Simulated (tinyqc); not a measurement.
# Changing the doping gradient a

Model: avalanche multiplication and breakdown of a junction from ionisation integrals. Computed by tinyqc, a small Python program. Command: `OMP_NUM_THREADS=1 python tinyqc.py 3002271 3002272 out.jsonl impact sweep`. One thread of a shared host (Intel(R) Xeon(R) Processor @ 2.30GHz), about 0.03 s of CPU time with the checks.

Ionisation coefficients follow the local field. Position x runs through the depletion layer from the p side (x = 0), where electrons enter, to the n side (x = w), where holes enter. The built-in voltage is neglected.

Inputs (values chosen for the exercise, modelled on InP):
```
quantity,value,unit
electron prefactor a_n,6.04e+06,1/cm
electron field b_n,3.03e+06,V/cm
hole prefactor a_p,2.16e+06,1/cm
hole field b_p,2.28e+06,V/cm
exponent c,1,-
permittivity eps,12.5,-
```

Junction: linearly graded.

Constants: e = 1.602176634e-19 C; eps_0 = 8.8541878128e-12 F/m.

Method:
- alpha_n = a_n exp(-(b_n/F)^c), alpha_p = a_p exp(-(b_p/F)^c).
- Field F = F_m [1 - (2x/w - 1)^2], w = sqrt(8 eps eps_0 F_m/(e a)), V = (2/3) F_m w.
- With Phi(x) = int_0^x (alpha_n - alpha_p) dx': 1 - 1/M_n = I_n = int_0^w alpha_n exp(-Phi) dx and M_p = M_n exp(-Phi(w)); trapezoid rule on 401 even points; breakdown at I_n = 1.
- Solve I_n(F_m) = 1.

One run for each value:
```
doping gradient a (1/cm^4),breakdown voltage (V),critical field F_m (MV/cm),width at breakdown (micrometre)
2.10e+16,4502.8,0.25881,260.98
6.60e+16,2756.2,0.27330,151.27
2.10e+17,1685.0,0.28955,87.29
6.60e+17,1040.2,0.30750,50.74
2.10e+18,642.0,0.32786,29.37
6.60e+18,400.5,0.35060,17.13
2.10e+19,250.1,0.37675,9.96
6.60e+19,158.0,0.40640,5.83
2.10e+20,100.2,0.44106,3.41
```

Over the rows, breakdown voltage (V) falls from 4500 to 100 (exponent d ln y / d ln x -0.43 between the first rows and -0.39 between the last); critical field F_m (MV/cm) rises from 0.259 to 0.441 (exponent d ln y / d ln x 0.048 between the first rows and 0.071 between the last); width at breakdown (micrometre) falls from 261 to 3.41 (exponent d ln y / d ln x about -0.47 throughout). The exponent of breakdown voltage stays between -0.43 and -0.39, near -0.40: the a^(-2/5) rule of graded junctions.
